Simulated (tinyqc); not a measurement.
p-n diode, drift-diffusion by the Gummel loop with Scharfetter-Gummel fluxes: two steps of the calculation.

Abrupt junction at x = 0, p side from -Lp, n side to Ln, ohmic contacts. psi is counted from the intrinsic level; n = ni exp((psi - phin)/Vt), p = ni exp((phip - psi)/Vt). Contacts: p side psi = V - Vt ln(Na/ni), p = Na, n = ni^2/Na; n side psi = Vt ln(Nd/ni), n = Nd, p = ni^2/Nd. Constant mobilities, D = mu Vt, Boltzmann statistics, SRH recombination through a mid-gap level, U = (n p - ni^2)/(tp (n + ni) + tn (p + ni)). Current is positive from the p contact to the n contact.

Inputs (values chosen for the exercise); band and dielectric values close to those of cadmium telluride:
```
symbol,value,unit,meaning
T,300,K,temperature
Na,1.3e16,cm^-3,acceptor density of the p side
Nd,5.9e15,cm^-3,donor density of the n side
mun,830,cm^2/(V s),electron mobility
mup,73,cm^2/(V s),hole mobility
tn,2e-7,s,SRH lifetime of electrons
tp,4e-10,s,SRH lifetime of holes
G,0,cm^-3 s^-1,uniform generation rate
```

Constants: q = 1.602176634e-19 C, kB = 1.380649e-23 J/K, Vt = kB T/q. Results are converted to the units shown.

Problem 1. Electron continuity. With psi and p held, F_i = (mun Vt/h_i) [n_(i+1) B(d_i) - n_i B(-d_i)], d_i = (psi_(i+1) - psi_i)/Vt, B(d) = d/(exp(d) - 1); solve F_i - F_(i-1) = w_i [(n_i p_i - ni^2)/den_i - G] for the new n, with den = tp (n + ni) + tn (p + ni) taken at the old n and p, h_i = x_(i+1) - x_i, w_i = (h_(i-1) + h_i)/2; phin = psi - Vt ln(n/ni).

x, node 0 to 13 (nm): [-2900, -1830, -1130, -667, -367, -170, -42, 42, 169, 363, 656, 1100, 1780, 2800]
ni = 9.5559741e5 cm^-3
psi, node 0 to 13 (V): [0.12677890, 0.12677890, 0.12677891, 0.12677947, 0.12683673, 0.12937225, 0.17636117, 0.38067680, 0.55074408, 0.58119641, 0.58276243, 0.58279774, 0.58279809, 0.58279809]
n after Poisson, node 0 to 13 (cm^-3): [7.0243570e-5, 1.2884478e8, 1.2884479e8, 1.2884758e8, 1.2913329e8, 1.4244035e8, 8.7702554e8, 2.3733604e12, 1.7075300e15, 5.5455542e15, 5.8918672e15, 5.8999203e15, 5.8999999e15, 5.9e15]
p after Poisson, node 0 to 13 (cm^-3): [1.3e16, 1.3000000e16, 1.2999999e16, 1.2999717e16, 1.2970956e16, 1.1759183e16, 1.9098442e15, 7.0574284e11, 9.8093863e8, 3.0204053e8, 2.8428715e8, 2.8389912e8, 2.8389528e8, 1.5477397e-4]

Find: new n; phin after round 1.

Solution 1.

new n, node 0 to 13 (cm^-3): [7.0244e-5, 4.9547e7, 8.2032e7, 1.0357e8, 1.1780e8, 1.3960e8, 8.7652e8, 2.3733e12, 1.7075e15, 5.5456e15, 5.8919e15, 5.8999e15, 5.9000e15, 5.9000e15]
phin after round 1, node 0 to 13 (V): [0.73000, 0.02471, 0.01167, 0.00564, 0.00237, 0.00052, 0.00001, 0.00000, 0.00000, 0.00000, 0.00000, 0.00000, 0.00000, 0.00000]

Problem 2. Recombination and current. U_i as defined. J = Jn at the p contact + Jp at the n contact + q sum w_i U_i - q G sum w_i over the inner nodes, which avoids differences of large majority fluxes: Jn = (q mun Vt/h_0)[n_1 B(d_0) - n_0 B(-d_0)], Jp = (q mup Vt/h_last)[p_(N-1) B(d_last) - p_N B(-d_last)], d_i = (psi_(i+1) - psi_i)/Vt, B(d) = d/(exp(d) - 1), w_i = (h_(i-1) + h_i)/2.

x, node 0 to 13 (nm): [-2900, -1830, -1130, -667, -367, -170, -42, 42, 169, 363, 656, 1100, 1780, 2800]
ni = 9.5559741e5 cm^-3
converged psi, node 0 to 13 (V): [0.12677890, 0.12677888, 0.12677887, 0.12677943, 0.12683668, 0.12937219, 0.17636112, 0.38067677, 0.55074408, 0.58119642, 0.58276244, 0.58279775, 0.58279810, 0.58279809]
converged n, node 0 to 13 (cm^-3): [7.0243570e-5, 4.9546828e7, 8.2032149e7, 1.0357233e8, 1.1780072e8, 1.3960181e8, 8.7652032e8, 2.3733447e12, 1.7075293e15, 5.5455539e15, 5.8918669e15, 5.8999200e15, 5.8999997e15, 5.9e15]
converged p, node 0 to 13 (cm^-3): [1.3e16, 1.3000000e16, 1.2999999e16, 1.2999717e16, 1.2970956e16, 1.1759182e16, 1.9098433e15, 7.0564102e11, 9.2457707e8, 1.7630331e8, 5.7285046e7, 1.1708833e7, 1.2558279e6, 1.5477397e-4]

Wanted: U; Jn at the p contact; Jp at the n contact; recombination; generation; J.

Solution 2.

U, node 0 to 13 (cm^-3 s^-1): [0, 2.4773e14, 4.1016e14, 5.1786e14, 5.8900e14, 6.9801e14, 4.3826e15, 1.1787e19, 2.3108e18, 4.4075e17, 1.4321e17, 2.9272e16, 3.1396e15, 0]
Jn at the p contact = 1.5919e-6 A/cm^2
Jp at the n contact = 3.7227e-9 A/cm^2
recombination = 2.8760e-5 A/cm^2
generation = 0 A/cm^2
J = 3.0356e-5 A/cm^2

Computed by the program tinyqc: `OMP_NUM_THREADS=1 python tinyqc.py 2240092 2240093 out.jsonl`, one thread of a shared Intel Xeon 2.30GHz, about 0.1 s for the whole run.
